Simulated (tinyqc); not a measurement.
Comparisons within one model: square lattice in a magnetic field (Harper-Hofstadter model). A value that a table varies takes the place of the one given here.

Landau gauge, lattice period 1: the magnetic cell has q sites j = 0 to q - 1 along x. H_jj = -2 ty cos(ky + 2 pi p j/q), H_(j,j+1) = -tx, and the bond from q - 1 back to 0 is H_(q-1,0) = -tx exp(i q kx). The levels depend on k only through cos(q kx) and cos(q ky), so the band edges lie at (0, 0) and (pi/q, pi/q).

Parameters, chosen for this exercise:
- tx = 0.8 meV (hopping along x)
- ty = 0.8 meV (hopping along y)
- Q = 5 (denominator)
- p = 3 (flux per plaquette p/q, in units of h/e)
- q = 7

## Towards Landau levels

Flux 1/Q. Near the bottom of the band the mass gives hbar wc = 4 pi sqrt(tx ty)/Q and E_0 = -2 (tx + ty) + hbar wc/2. For each Q, p = 1 and q = Q.

Lowest band (meV):

| Q | centre | width | E_0 | spacing to band 2 | hbar wc |
|---|---|---|---|---|---|
| 3 | -1.8928 | 0.586 | -1.5245 | 1.8928 | 3.3510 |
| 4 | -2.1766 | 0.172 | -1.9434 | 1.7437 | 2.5133 |
| 5 | -2.3474 | 0.0515 | -2.1947 | 1.4472 | 2.0106 |
| 6 | -2.4688 | 0.0154 | -2.3622 | 1.2661 | 1.6755 |
| 8 | -2.6318 | 0.00137 | -2.5717 | 1.0220 | 1.2566 |
| 12 | -2.8080 | 1.11e-05 | -2.7811 | 0.7322 | 0.8378 |
| 20 | -2.9584 | 7.97e-10 | -2.9487 | 0.4641 | 0.5027 |

The width falls from 0.586 to 8e-10 meV, by a factor 3.30 for each unit of Q at the end, so the band turns into a flat level. Its centre lies -0.368 meV from E_0 at Q = 3 and -0.010 meV at Q = 20; the spacing reaches 92 % of hbar wc, the shortfall coming from the non-parabolic band.

## Slices of the butterfly

Flux P/Q for each P (p = P, q = Q): the lowest edge, the first gap, the widest gap with its r (the lower one of a mirror pair) and t_r from r = Q s + P t, |t| <= Q/2, and the total width of the bands.

Spectra (meV):

| flux | lowest edge | first gap | t of first gap | widest gap | its r | its t | total width |
|---|---|---|---|---|---|---|---|
| 1/5 | -2.3732 | 1.2430 | 1 | 1.2430 | 1 | 1 | 1.4282 |
| 2/5 | -2.0944 | 0.1257 | -2 | 1.2313 | 2 | 1 | 1.4747 |

The widest gap carries t = 1 in every row, and its r equals P: it is the gap above the lowest Landau level, which holds P of the Q bands. The first gap is widest at 1/5 (t = 1) and narrowest at 2/5 (t = -2). The total width lies between 1.428 and 1.475 meV; its limit for large Q is 4 |tx - ty| = 0.0 meV.

## What each parameter does

Bottom and width of band 1, the first gap and the total width of all bands. Each row changes one parameter from the base and keeps the others.

Results:

| case | bottom (meV) | width (meV) | first gap (meV) | total width (meV) |
|---|---|---|---|---|
| base | -2.0888 | 0.0627 | 0.2285 | 1.0412 |
| tx = 0.96 meV | -2.3157 | 0.0774 | 0.2383 | 1.2698 |
| ty = 0.6 meV | -1.8624 | 0.0708 | 0.1760 | 1.1458 |
| p = 4 | -2.0888 | 0.0627 | 0.2285 | 1.0412 |
| q = 8 | -2.0905 | 0.0650 | 0.0724 | 0.9617 |

The largest shifts from the base row, up to three for each result and ties (the steps differ in size, so this ranks the rows, not the parameters). bottom (meV): tx -0.2269, ty +0.2263, q -0.0017; unchanged at the printed digits by p. width (meV): tx +0.0147, ty +0.0081, q +0.0022; unchanged at the printed digits by p. first gap (meV): q -0.1560, ty -0.0525, tx +0.0098; unchanged at the printed digits by p. total width (meV): tx +0.2286, ty +0.1046, q -0.0795; unchanged at the printed digits by p. Flux p/q and 1 - p/q have the same spectrum: reversing the field leaves it alone, and one whole quantum is a gauge change.

Computed by tinyqc, a small Python program: `OMP_NUM_THREADS=1 python tinyqc.py 1252489 1252490 out.jsonl` (the numbers bound the seed that draws the inputs); one thread of a shared host (Intel(R) Xeon(R) Processor @ 2.30GHz), about 0.06 s for the whole set of steps.
